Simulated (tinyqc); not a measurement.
# Resistance of a source-drain extension with a graded tip: two studies

y runs along the channel, the gate covers y > 0. The doping is N0 for y < y0 and N0 10^(-(y - y0)/la) beyond, uniform over the depth xj. Sheet conductance s(y) = q mu(N) max(N - Nch, 0) xj + (for y > 0) ma Cox Vo, with mu(N) = u0 + (u1 - u0)/(1 + (N/Nr)^au) and Cox = eps0 eox/tox. Current is taken as one-dimensional; depletion of the tip, spreading and the contact are left out. The metallurgical junction lies at yj, where N = Nch.

Inputs (values chosen for the exercise); mobility law close to that of holes in silicon:
```
symbol,value,unit,meaning
eox,3.9,,relative permittivity of the gate insulator (close to silicon dioxide)
tox,1.8,nm,insulator thickness
N0,2.9e20,cm^-3,active doping of the extension far from the gate
la,6.1,nm/decade,lateral abruptness
y0,1.1,nm,position under the gate where the fall begins (gate edge at 0)
xj,8,nm,depth of the extension
Nch,4.3e17,cm^-3,channel doping
Ls,17,nm,spacer length
Vo,0.61,V,gate overdrive
ma,44,cm^2/(V s),mobility of the gate-induced layer
u1,470.5,cm^2/(V s),mobility at low doping
u0,44.9,cm^2/(V s),mobility at high doping
Nr,2.23e17,cm^-3,reference doping
au,0.719,,exponent
Lg,60,nm,gate length
```

Constants: q = 1.602176634e-19 C, eps0 = 8.8541878128e-14 F/cm where lengths are in cm. Results are converted to the units shown.

Each table varies one quantity; the others keep the values above.

## Abruptness at a fixed junction position

R_spacer = integral of dy/s from -Ls to 0, R_ov from 0 to yj, R_channel = (Lg - 2 yj)/(ma Cox Vo), R_total = 2 R_spacer + 2 R_ov + R_channel. Electrical length L_eff = ma Cox dR_total/d(1/Vo); R_series = R_total - L_eff/(ma Cox Vo). y0 is moved with la so that yj stays at 18.356 nm.

The same in every row: yj (nm) = 18.36; R_channel (ohm um) = 452.3.

Abruptness at a fixed junction position:

| la (nm/decade) | R_spacer (ohm um) | R_ov (ohm um) | R_total (ohm um) | L_eff (nm) | R_series (ohm um) |
|---|---|---|---|---|---|
| 1 | 9.675 | 30.91 | 533.4 | 24.76 | 52.57 |
| 2.3 | 9.675 | 57.89 | 587.4 | 26.63 | 70.12 |
| 3.6 | 9.675 | 84.88 | 641.4 | 28.51 | 87.67 |
| 4.9 | 9.675 | 111.9 | 695.3 | 30.39 | 105.2 |
| 6.1 | 9.675 | 136.8 | 745.2 | 32.12 | 121.4 |
| 7.4 | 10.41 | 163.1 | 799.2 | 33.99 | 139.2 |
| 8.7 | 14.72 | 186.3 | 854.2 | 35.82 | 158.6 |
| 10 | 23.81 | 205.8 | 911.4 | 37.55 | 182.1 |

What does the comparison show, and why?

As la goes from 1 to 10 nm/decade, R_total rises from 533 to 911 ohm um, R_spacer rises from 9.68 to 23.8 ohm um and R_ov rises from 30.9 to 206 ohm um. R_total changes on average by 42.0 ohm um for each nm/decade. L_eff exceeds the metallurgical length by 1.47 nm in the first row and 14.3 nm in the last, since the gate also controls the lightly doped tips.

## Effect of the active doping of the extension far from the gate

Same model as above.

Effect of the active doping of the extension far from the gate:

| N0 (cm^-3) | yj (nm) | R_spacer (ohm um) | R_ov (ohm um) | R_channel (ohm um) | R_total (ohm um) | L_eff (nm) | R_series (ohm um) |
|---|---|---|---|---|---|---|---|
| 2e19 | 11.27 | 111.0 | 126.5 | 727.4 | 1202 | 46.19 | 305.2 |
| 3.1e19 | 12.43 | 76.37 | 130.0 | 682.3 | 1095 | 43.92 | 242.1 |
| 4.7e19 | 13.54 | 52.94 | 132.4 | 639.5 | 1010 | 41.74 | 199.7 |
| 7.2e19 | 14.67 | 36.00 | 134.2 | 595.6 | 936.0 | 39.49 | 169.0 |
| 1.1e20 | 15.79 | 24.32 | 135.3 | 552.0 | 871.3 | 37.25 | 147.9 |
| 1.7e20 | 16.94 | 16.14 | 136.1 | 507.2 | 811.8 | 34.95 | 133.1 |
| 2.6e20 | 18.07 | 10.75 | 136.7 | 463.5 | 758.3 | 32.70 | 123.4 |
| 4e20 | 19.21 | 7.087 | 137.0 | 419.2 | 707.4 | 30.41 | 116.7 |

What does the table show?

As N0 goes from 2e19 to 4e20, R_total falls from 1200 to 707 ohm um, L_eff falls from 46.2 to 30.4 nm and R_series falls from 305 to 117 ohm um.

tinyqc, about 0.04 s, one thread, Intel Xeon 2.30GHz (shared host): `OMP_NUM_THREADS=1 python tinyqc.py 2282173 2282174 out.jsonl`
